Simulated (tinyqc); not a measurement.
Gain against bias and Miller's formula: avalanche multiplication and breakdown of a junction from ionisation integrals. Computed by tinyqc, a small Python program. Command: `OMP_NUM_THREADS=1 python tinyqc.py 3004674 3004675 out.jsonl impact walk`. One thread of a shared host (Intel(R) Xeon(R) Processor @ 2.30GHz), about 0.01 s of CPU time with the checks.

Ionisation coefficients follow the local field. Position x runs through the depletion layer from the p side (x = 0), where electrons enter, to the n side (x = w), where holes enter. The built-in voltage is neglected.

Inputs (values chosen for the exercise, modelled on germanium): electron prefactor a_n = 1.43e+07 1/cm; electron field b_n = 1.55e+06 V/cm; hole prefactor a_p = 1.02e+07 1/cm; hole field b_p = 1.31e+06 V/cm; exponent c = 1; permittivity eps = 16; layer width W = 1.8 micrometre.

Junction: p-i-n with uniform field.

Constants: e = 1.602176634e-19 C; eps_0 = 8.8541878128e-12 F/m.

Method:
- alpha_n = a_n exp(-(b_n/F)^c), alpha_p = a_p exp(-(b_p/F)^c).
- Uniform field F = F_m, w = W, V = F_m W.
- With Phi(x) = int_0^x (alpha_n - alpha_p) dx': 1 - 1/M_n = I_n = int_0^w alpha_n exp(-Phi) dx and M_p = M_n exp(-Phi(w)); trapezoid rule on 401 even points; breakdown at I_n = 1.
- Solve I_n(F_m) = 1.
- Miller's exponent n is defined by 1 - 1/M = (V/V_B)^n for the larger M.

breakdown voltage = 33.3323 V

critical field F_m = 0.185179 MV/cm

Gain:
```
V/V_B   V (V)  F_m (MV/cm)     M_n     M_p  Miller exponent n
0.50   16.666      0.09259  1.0001   1.001             9.5704
0.60   19.999      0.11111  1.0023   1.014             8.3803
0.70   23.333      0.12963  1.0173   1.079             7.3450
0.80   26.666      0.14814  1.0882   1.318             6.3713
0.90   29.999      0.16666  1.4302   2.295             5.4301
0.95   31.666      0.17592  2.2319   4.438             4.9772
0.98   32.666      0.18148  4.7386  11.007             4.7144
0.99   32.999      0.18333  8.9509  22.001             4.6286
```

What follows from these numbers?

The larger gain passes 2 between 0.800 and 0.900 of V_B and reaches 22.0 at 0.99. Miller's exponent runs from 4.6 to 9.6, so it is not a constant: a fit holds over a narrow range only. From the first row to the last the voltage grows by a factor 1.98 and the peak field by 1.98.

Extremes, crossings and ranges named in words are read from the listed rows.
